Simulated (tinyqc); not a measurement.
Worked calculation: MP2 on RHF in the sto-3g basis, for H6, spin multiplicity 1. One step of it, computed by the program tinyqc.

Question. Second-order Moller-Plesset energy. E2 = sum_ijab (ia|jb) [2 (ia|jb) - (ib|ja)] / (e_i + e_j - e_a - e_b) over occupied i, j and virtual a, b; the opposite-spin part is (ia|jb)^2 / denominator, the rest is same-spin, and SCS-MP2 scales them by 6/5 and 1/3.

orbital energies (hartree): MO1 -0.671558, MO2 -0.590488, MO3 -0.489120, MO4 0.463393, MO5 0.737536, MO6 1.077108

Two-electron integrals over orbitals (pq|rs), unique and non-zero (hartree):
```
(11|11) 0.410229    (21|21) 0.130768    (22|11) 0.324553    (22|22) 0.397724
(31|11) 0.082123    (31|22) -0.066458   (31|31) 0.140106    (32|21) -0.132728
(32|32) 0.148653    (33|11) 0.393697    (33|22) 0.343405    (33|31) 0.052378
(33|33) 0.395266    (41|21) 0.029788    (41|32) 0.000339    (41|41) 0.078374
(42|11) 0.046336    (42|22) -0.006101   (42|31) 0.043675    (42|33) 0.016474
(42|42) 0.063404    (43|21) 0.052036    (43|32) -0.050971   (43|41) 0.016058
(43|43) 0.067341    (44|11) 0.388033    (44|22) 0.340780    (44|31) 0.046152
(44|33) 0.380759    (44|42) 0.023637    (44|44) 0.393875    (51|11) 0.008703
(51|22) 0.022344    (51|31) -0.018238   (51|33) -0.006583   (51|42) 0.040813
(51|44) 0.002251    (51|51) 0.045945    (52|21) 0.015067    (52|32) 0.005394
(52|41) 0.054466    (52|43) -0.038346   (52|52) 0.087719    (53|11) -0.056164
(53|22) -0.000964   (53|31) -0.048344   (53|33) -0.031281   (53|42) -0.060845
(53|44) -0.026330   (53|51) -0.036632   (53|53) 0.065057    (54|21) 0.131677
(54|32) -0.142105   (54|41) 0.007435    (54|43) 0.052422    (54|52) -0.003583
(54|54) 0.152603    (55|11) 0.336727    (55|22) 0.398780    (55|31) -0.056245
(55|33) 0.352498    (55|42) -0.001638   (55|44) 0.361255    (55|51) 0.023107
(55|53) -0.003094   (55|55) 0.422198    (61|21) 0.002271    (61|32) 0.009475
(61|41) 0.028126    (61|43) 0.052597    (61|52) -0.031104   (61|54) -0.006613
(61|61) 0.064989    (62|11) -0.016314   (62|22) -0.028981   (62|31) 0.015522
(62|33) -0.005655   (62|42) -0.038243   (62|44) -0.003719   (62|51) -0.042624
(62|53) 0.040010    (62|55) -0.028063   (62|62) 0.044577    (63|21) 0.035129
(63|32) -0.008934   (63|41) 0.076311    (63|43) 0.019158    (63|52) 0.054521
(63|54) 0.008368    (63|61) 0.028716    (63|63) 0.082058    (64|11) 0.083229
(64|22) -0.058457   (64|31) 0.133162    (64|33) 0.053118    (64|42) 0.045516
(64|44) 0.051390    (64|51) -0.014972   (64|53) -0.048648   (64|55) -0.059622
(64|62) 0.014266    (64|64) 0.142531    (65|21) -0.132372   (65|32) 0.135296
(65|41) -0.031467   (65|43) -0.054896   (65|52) -0.016006   (65|54) -0.141547
(65|61) -0.003787   (65|63) -0.039237   (65|65) 0.147253    (66|11) 0.436928
(66|22) 0.344017    (66|31) 0.090041    (66|33) 0.420891    (66|42) 0.052456
(66|44) 0.424603    (66|51) 0.010483    (66|53) -0.063944   (66|55) 0.367481
(66|62) -0.019104   (66|64) 0.097967    (66|66) 0.490774
```

Hartree-Fock energy = -3.31664787 hartree

Give: Terms; Pair energies; MP2 correlation energy; SCS-MP2 correlation energy; MP2 total energy.

Answer.

Terms (the 40 largest of 41):
```
i  j  a  b  (ia|jb)  (ib|ja)  denominator       term
2  2  5  5   0.0877   0.0877      -2.6560    -0.0029
1  3  4  6   0.0763   0.0526      -2.7012    -0.0028
3  1  6  4   0.0763   0.0526      -2.7012    -0.0028
1  1  4  4   0.0784   0.0784      -2.2699    -0.0027
3  3  4  4   0.0673   0.0673      -1.9050    -0.0024
2  3  4  5  -0.0608  -0.0383      -2.2805    -0.0022
3  2  5  4  -0.0608  -0.0383      -2.2805    -0.0022
3  3  6  6   0.0821   0.0821      -3.1325    -0.0021
2  2  4  4   0.0634   0.0634      -2.1078    -0.0019
3  3  5  5   0.0651   0.0651      -2.4533    -0.0017
1  2  4  5   0.0545   0.0408      -2.4630    -0.0015
2  1  5  4   0.0545   0.0408      -2.4630    -0.0015
3  2  6  5   0.0545   0.0400      -2.8943    -0.0013
2  3  5  6   0.0545   0.0400      -2.8943    -0.0013
1  1  6  6   0.0650   0.0650      -3.4973    -0.0012
2  1  6  5  -0.0426  -0.0311      -3.0767    -0.0008
1  2  5  6  -0.0426  -0.0311      -3.0767    -0.0008
1  1  5  5   0.0459   0.0459      -2.8182    -0.0007
2  2  6  6   0.0446   0.0446      -3.3352    -0.0006
3  1  4  6   0.0526   0.0763      -2.7012    -0.0006
1  3  6  4   0.0526   0.0763      -2.7012    -0.0006
2  2  4  6  -0.0382  -0.0382      -2.7215    -0.0005
2  2  6  4  -0.0382  -0.0382      -2.7215    -0.0005
3  1  5  5  -0.0366  -0.0366      -2.6357    -0.0005
1  3  5  5  -0.0366  -0.0366      -2.6357    -0.0005
2  1  4  5   0.0408   0.0545      -2.4630  -4.50e-04
1  2  5  4   0.0408   0.0545      -2.4630  -4.50e-04
2  3  6  5   0.0400   0.0545      -2.8943  -3.52e-04
3  2  5  6   0.0400   0.0545      -2.8943  -3.52e-04
1  1  4  6   0.0281   0.0281      -2.8836  -2.74e-04
1  1  6  4   0.0281   0.0281      -2.8836  -2.74e-04
2  3  5  4  -0.0383  -0.0608      -2.2805  -2.66e-04
3  2  4  5  -0.0383  -0.0608      -2.2805  -2.66e-04
1  3  6  6   0.0287   0.0287      -3.3149  -2.49e-04
3  1  6  6   0.0287   0.0287      -3.3149  -2.49e-04
1  2  6  5  -0.0311  -0.0426      -3.0767  -1.98e-04
2  1  5  6  -0.0311  -0.0426      -3.0767  -1.98e-04
3  3  4  6   0.0192   0.0192      -2.5187  -1.46e-04
3  3  6  4   0.0192   0.0192      -2.5187  -1.46e-04
1  3  4  4   0.0161   0.0161      -2.0875  -1.24e-04
```

Pair energies (hartree; pair i-j sums ij and ji):
```
pair  opposite spin  same spin
1-1         -0.0052          0
2-1         -0.0056  -2.38e-04
2-2         -0.0065     0.0000
3-1         -0.0081  -4.16e-04
3-2         -0.0077    -0.0006
3-3         -0.0065          0
```

MP2 correlation energy = -0.040867 hartree

SCS-MP2 correlation energy = -0.047963 hartree

MP2 total energy = -3.357515 hartree
